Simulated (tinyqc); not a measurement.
Two-node Weyl semimetal on a cubic lattice and its slab: sweeps and comparisons. A value that a table varies takes the place of the one given here.

H = d.s with dx = t sin kx, dy = t sin ky, dz = m (2 - cos kx - cos ky) + M(kz), M = tz (cos k0 - cos kz), k in 1/a. Nodes at (0, 0, +/-k0). Berry curvature of the lower band along z: Omega = d.(dd/dkx x dd/dky)/(2|d|^3), in the sense curl of i<u|grad u>.

Slab of N layers along x with hard walls: layer block t sin(ky) sy + (m (2 - cos ky) + M(kz)) sz, block to the next layer t sx/(2i) - m sz/2.

Parameters, chosen for this exercise: t = 1.43 eV (hopping in sx and sy); m = 1.54 eV (mass term); tz = 0.33 eV (hopping along z); k0 = 1.19 1/a (position of the nodes); k = (-0.94, 0.63, 0.92) 1/a (wave vector).

## Planes of fixed kz and the Fermi arc

C is the sum of Omega over a 24 x 24 mesh, k = (j + 1/2) 2 pi/24, times (2 pi/24)^2/(2 pi). Slab of 30 layers at ky = 0: lowest positive level and weight of the middle pair on the two outer layers.

Against kz:

| kz (1/a) | M (eV) | C | slab level (eV) | surface weight |
|---|---|---|---|---|
| 0.000 | -0.2074 | -0.960 | 0.00345 | 0.251 |
| 0.400 | -0.1813 | -0.938 | 0.00578 | 0.222 |
| 0.800 | -0.1073 | -0.817 | 0.02065 | 0.142 |
| 1.600 | 0.1323 | -0.132 | 0.17781 | 0.025 |
| 2.000 | 0.2600 | -0.027 | 0.29367 | 0.014 |
| 2.400 | 0.3660 | -0.007 | 0.39421 | 0.010 |
| 2.800 | 0.4336 | -0.003 | 0.45936 | 0.008 |
| 3.142 | 0.4526 | -0.002 | 0.47784 | 0.008 |

What does this show?

C is -1 for kz below k0 = 1.19 and 0 above, within 0.183 on this mesh. Where C = -1 the slab has a level near zero (exactly zero for a thick slab) on its faces (weight 0.25 at kz = 0): these points form the arc from -k0 to +k0, of length 2.38/a. Towards the node M goes to zero and the state spreads into the bulk; beyond it the level follows M, raised by the confinement in the slab.

## Hybridisation of the two arcs

ky = 0, kz = 0; lowest positive level against the number of layers. On a half space the amplitudes are z1^n - z2^n with z the roots of (t + m) z^2/2 - (m + M) z + (m - t)/2 = 0.

Level:

| N | E (eV) |
|---|---|
| 3 | 0.4888 |
| 4 | 0.3508 |
| 5 | 0.2648 |
| 6 | 0.2066 |
| 8 | 0.1335 |
| 10 | 0.09065 |
| 12 | 0.06328 |

z1, z2: 0.8540  0.0434

What can be read from the table?

The larger root has |z| = 0.8540, so the level should fall by about |z|^2 = 0.729 for two more layers; from 10 to 12 it changes by a factor 0.698, since at these thicknesses (1.6 decay lengths at N = 10) the overlap of the two faces, the norm of the state or the second root still count.

## What each parameter does

|E| and Omega at k, the velocity tz sin(k0) and k0/pi. Each row changes one parameter from the base and keeps the others.

Results:

| case | \|E\| (eV) | Omega (a^2) | vz (eV a) | \|sigma_xy\| (e^2/(h a)) |
|---|---|---|---|---|
| base | 1.6631 | -0.1604 | 0.3064 | 0.3788 |
| t = 1.573 eV | 1.7875 | -0.1563 | 0.3064 | 0.3788 |
| m = 1.386 eV | 1.6177 | -0.1578 | 0.3064 | 0.3788 |
| tz = 0.297 eV | 1.6671 | -0.1584 | 0.2757 | 0.3788 |
| k0 = 1.071 1/a | 1.6816 | -0.1515 | 0.2896 | 0.3409 |

How do the results move?

The largest shifts from the base row, up to three for each result and ties (the steps differ in size, so this ranks the rows, not the parameters). |E| (eV): t +0.1244, m -0.0454, k0 +0.0184. Omega (a^2): k0 +0.0089, t +0.0041, m +0.0026. vz (eV a): tz -0.0306, k0 -0.0167; unchanged at the printed digits by t and m. |sigma_xy| (e^2/(h a)): k0 -0.0379; unchanged at the printed digits by t, m and tz. The Hall conductivity depends on the separation of the nodes alone, with EF at the nodes and no further nodes.

Program tinyqc; command `OMP_NUM_THREADS=1 python tinyqc.py 1480247 1480248 out.jsonl`; about 0.2 s on one thread of a shared Intel(R) Xeon(R) Processor @ 2.30GHz.
